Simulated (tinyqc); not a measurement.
Compensation sets the slope of the freeze-out: donors on two lattice sites with valley-orbit split states.

Each donor binds at most one electron, in any of its states. For a site s, W_s = sum over its states of g exp(E/kT), and the ionised share is 1/(1 + W_s exp(eta)), eta = (EF - Ec)/kT; n = Nc F_1/2(eta); neutrality n + NA = ND x (mean ionised share, the two sites in equal numbers); holes are neglected. Nc from N = 2 (m kB T/(4 pi c))^(3/2) with c = hbar^2/2m0, in 1/angstrom^3; times 1e24 for 1/cm^3, m = md. F_j(eta) = (1/Gamma(j + 1)) integral_0^infinity x^j dx/(1 + exp(x - eta)), which tends to exp(eta) for eta << 0.

Constants: hbar^2/2m0 = 3.80998211 eV angstrom^2; kB = 8.617333262e-05 eV/K.

Values chosen for the exercise (near those of nitrogen in 4H-SiC; not measured data):
```
symbol  value                      unit    meaning
md      0.806                      m0      density-of-states mass of the conduction band
E       (63.5, 56.4, 117.8, 75.1)  meV     binding energies of h ground, h excited, k ground, k excited
g       (2, 4, 2, 4)                       their degeneracies with spin
ND      1.1e+15                    1/cm^3  donors, half on each site
```

NA = K ND. The slope energy is -d ln(n T^(-p))/d(1/kT) between 50 and 60 K, with p = 3/4 for K = 0 and p = 3/2 otherwise.

Results:
```
K       n(50 K) (1/cm^3)  n(60 K) (1/cm^3)  slope energy (meV)
0               9.79e+12          3.58e+13               30.02
0.0010          9.25e+12          3.53e+13               27.54
0.010           5.67e+12          3.06e+13               36.47
0.050           1.55e+12          1.67e+13               54.39
0.20            2.66e+11          3.65e+12               60.67
0.50            3.83e+08          1.60e+10               89.50
```

What can be read from this table?

Without acceptors the slope is 30.02 meV, against half the h-site ground-state energy, 31.75; with K = 0.05 it is 54.39 meV, against the full 63.5. The full energy (less a few meV where excited levels lie within a few kT) shows where n is far below NA, since the acceptors then hold EF near the donor level: n(60 K)/NA is 32 for K = 0.001 and 0.3 for K = 0.05; for K = 0.001 the sample is still in or near the uncompensated regime, where p = 3/2 is the wrong power, so that slope means little. At K = 0.5 the acceptors have taken as many electrons as there are h sites, EF sits between the two levels, and the slope is 89.5 meV against their mean of 90.7.

Computed by tinyqc, a small Python program: `OMP_NUM_THREADS=1 python tinyqc.py 1651573 1651574 out.jsonl` (the numbers bound the seed that draws the inputs); one thread of a shared host (Intel(R) Xeon(R) Processor @ 2.30GHz), about 0.02 s for the whole set of steps.
